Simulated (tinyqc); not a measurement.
Worked calculation: donor or exciton in a quantum well (variational effective-mass method). Computed by tinyqc, a small Python program that keeps every step. Command: `OMP_NUM_THREADS=1 python tinyqc.py 3004303 3004304 out.jsonl welldonor walk`. One thread of a shared host (Intel(R) Xeon(R) Processor @ 2.30GHz), about 0.04 s of CPU time with the checks. Intermediate numbers are printed to about 6 digits and carried at full precision; extremes and crossings named in words are read from the listed rows.

H = -nabla^2 - 2/|r - r_i| + V(z) in effective units; trial function psi = f(z) exp(-|r - r_i|/lambda), f the ground state of the well. Mass and screening are the same in well and barrier; l = L/a* is the width in effective units. Bands are flat: no polarisation or applied field.

Inputs (values chosen for the exercise, modelled on InP):
```
quantity                               value  unit
electron mass m                       0.0771   m_0
dielectric constant eps                 12.4     -
well width L                             6.7    nm
trial radius lambda                     0.46    a*
donor position z_i/L from the centre     0.3     -
```

Centre: donor. Barriers: infinite.

Constants: Ry = 13.605693123 eV; a_0 = 0.529177210903 angstrom; hbar^2/(2 m_0) = 3.80998212 eV angstrom^2.

## Effective units

Ry* = Ry m/eps^2, a* = a_0 eps/m; l = L/a*.

mass used = 0.0771 m_0

Ry* = 6.82231 meV

a* = 8.51076 nm

l = 0.787239

Caution: so narrow a well has large confinement energy, where non-parabolicity and barrier penetration matter.

## The subband

k = pi/l; f = cos(k z) inside and zero outside; subband energy k^2 Ry*.

k = 3.99065 1/a*

subband energy = 108.647 meV

## Binding at the trial radius

Binding E_b(lambda) = -1/lambda^2 + 4 A/(lambda B), with A = int f^2 exp(-2 s/lambda) dz, B = int f^2 exp(-2 s/lambda)(1 + 2 s/lambda) dz and s = |z - z_i|; 40 Gauss-Legendre points on each piece between the walls at z = -l/2 and l/2 and z_i.

A = 0.163275 a*

B = 0.282216 a*

E_b(lambda) = 0.304934 Ry*

## Best radius

Golden-section search for the maximum over lambda from 0.3 to 4, 40 steps.

best lambda = 0.947990 a*

binding in Ry* = 1.84262

binding energy = 12.5710 meV

radius lambda a* = 8.06812 nm

Confinement changes the binding by a factor 1.843 against the bulk value (limits: 4 in two dimensions, 1 inside a wide well).

## Binding against well width

Each row maximises over lambda (golden section, 0.3 to 4).

Against width:
```
L (nm)  lambda (a*)  binding (Ry*)  binding (meV)
1.0         0.61577        3.20379        21.8573
2.0         0.70063        2.75475        18.7938
3.7         0.81056        2.29226        15.6385
6.7         0.94799        1.84262        12.5710
12.0        1.09703        1.44728         9.8738
21.0        1.20016        1.14581         7.8170
```

The binding is largest in the narrowest well, 3.204 Ry* at 1.0 nm, on the way to 4. In the widest well it is 1.146 Ry*. In the narrow rows the confinement energy passes real barrier heights: infinite walls and a parabolic band fail, and with real barriers the binding peaks and falls.

## Binding against position

The formulas are those given above.

Against position:
```
z_i/L  lambda (a*)  binding (Ry*)  binding (meV)
0.0        0.76829        2.42736        16.5602
0.1        0.78716        2.34289        15.9840
0.2        0.84658        2.12135        14.4725
0.3        0.94799        1.84262        12.5710
0.4        1.07735        1.58669        10.8249
0.5        1.20825        1.38882         9.4749
```

From the centre to the wall the binding falls from 16.560 to 9.475 meV, 57 % of the centre value, since the walls keep the electron away from an off-centre ion; uniform doping thus gives a band of levels 7.085 meV wide, with a peak in its density at the centre value, where the slope vanishes.

Checks made by the program: the two-dimensional limit, 4 Ry* (relative difference 2e-03).
